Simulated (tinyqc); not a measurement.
What each input does: carrier statistics of a doped semiconductor with parabolic bands.

Eg(T) = Eg0 - al T^2/(T + be); m_de = Mv^(2/3) (ml mt^2)^(1/3); m_dh = (mhh^(3/2) + mlh^(3/2))^(2/3); Nc and Nv from N = 2 (m kB T/(4 pi c))^(3/2) with c = hbar^2/2m0, in 1/angstrom^3; times 1e24 for 1/cm^3.

Energies are counted from Ev, so Ec = Eg. n = Nc F_1/2((EF - Eg)/kT), p = Nv F_1/2(-EF/kT), ND+ = ND/(1 + 2 exp((EF - Eg + ED)/kT)), NA- = NA/(1 + 4 exp((EA - EF)/kT)); neutrality asks p + ND+ = n + NA-. F_j(eta) = (1/Gamma(j + 1)) integral_0^infinity x^j dx/(1 + exp(x - eta)), which tends to exp(eta) for eta << 0.

Constants: hbar^2/2m0 = 3.80998211 eV angstrom^2; kB = 8.617333262e-05 eV/K.

Values chosen for the exercise (near those of Si; shifted at random, so the results belong to these values and not to a real crystal): Eg0 = 1.166 eV (gap at 0 K); al = 0.000501 eV/K (Varshni alpha); be = 651 K (Varshni beta); ml = 0.935 m0 (longitudinal electron mass); mt = 0.184 m0 (transverse electron mass); Mv = 6 (equivalent valleys); mhh = 0.533 m0 (heavy-hole mass); mlh = 0.155 m0 (light-hole mass); ND = 3.3e+17 1/cm^3 (donors); NA = 1.8e+12 1/cm^3 (acceptors); ED = 0.0423 eV (donor level below Ec); EA = 0.0444 eV (acceptor level above Ev); T = 300 K.

Neutrality solved anew for each case.

Results for these values:

| case | EF (eV) | n (1/cm^3) | p (1/cm^3) |
|---|---|---|---|
| base | 1.0022 | 2.96e+17 | 164 |

What happens to each result for ND = 1.65e+17 1/cm^3, all else kept?

Answer: EF falls from 1.0022 to 0.9856; n falls from 2.96e+17 to 1.56e+17; p rises from 164 to 314.

The same for each parameter in turn:

| case | EF (eV) | n (1/cm^3) | p (1/cm^3) |
|---|---|---|---|
| base | 1.0022 | 2.96e+17 | 164 |
| T = 320 K | 0.9869 | 3.01e+17 | 3.57e+03 |
| ND = 1.65e+17 1/cm^3 | 0.9856 | 1.56e+17 | 314 |
| NA = 9e+11 1/cm^3 | 1.0022 | 2.96e+17 | 164 |
| Eg0 = 1.216 eV | 1.0522 | 2.96e+17 | 23.8 |
| mt = 0.2208 m0 | 0.9979 | 3.01e+17 | 194 |
| mhh = 0.6396 m0 | 1.0022 | 2.96e+17 | 209 |
| ED = 0.0634 eV | 0.9996 | 2.68e+17 | 182 |

(tinyqc, `OMP_NUM_THREADS=1 python tinyqc.py 1650049 1650050 out.jsonl`, Intel(R) Xeon(R) Processor @ 2.30GHz, 1 thread, shared host, about 0.01 s.)
